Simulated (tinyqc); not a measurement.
Worked calculation: ROHF in the 6-31g basis, for H2+, spin multiplicity 2. One step of it, computed by the program tinyqc.

Task: Iteration 2: Roothaan effective Fock matrix. With projectors Pc = D(beta) S, Po = (D(alpha) - D(beta)) S, Pv = 1 - D(alpha) S, the block xy is Px^T F Py; with Fc = (F(alpha) + F(beta))/2, the blocks are Fc for cc, oo, vv and cv, F(beta) for co and F(alpha) for ov.

F(alpha) (hartree), lower triangle:
```
           1H 1s      1H 2s      2H 1s      2H 2s
1H 1s  -0.622099
1H 2s  -0.842456  -0.779681
2H 1s  -0.736134  -0.765920  -0.694488
2H 2s  -0.741574  -0.755129  -0.892955  -0.799803
```

F(beta) (hartree), lower triangle:
```
           1H 1s      1H 2s      2H 1s      2H 2s
1H 1s  -0.168879
1H 2s  -0.456961  -0.403952
2H 1s  -0.352684  -0.357540  -0.095086
2H 2s  -0.373959  -0.373226  -0.423732  -0.383358
```

D(alpha) after iteration 1, lower triangle:
```
          1H 1s     1H 2s     2H 1s     2H 2s
1H 1s  0.092403
1H 2s  0.065367  0.046242
2H 1s  0.129237  0.091425  0.180755
2H 2s  0.087754  0.062079  0.122735  0.083339
```

D(beta) after iteration 1, lower triangle:
```
          1H 1s     1H 2s     2H 1s     2H 2s
1H 1s  0.000000
1H 2s  0.000000  0.000000
2H 1s  0.000000  0.000000  0.000000
2H 2s  0.000000  0.000000  0.000000  0.000000
```

overlap S, lower triangle:
```
          1H 1s     1H 2s     2H 1s     2H 2s
1H 1s  1.000000
1H 2s  0.658292  1.000000
2H 1s  0.335874  0.456540  1.000000
2H 2s  0.456540  0.798896  0.658292  1.000000
```

Give: effective F.

Result:

effective F (hartree), lower triangle:
```
         1H 1s    1H 2s    2H 1s    2H 2s
1H 1s  -0.4093
1H 2s  -0.6336  -0.5355
2H 1s  -0.5744  -0.5603  -0.4451
2H 2s  -0.5442  -0.5091  -0.6606  -0.5379
```
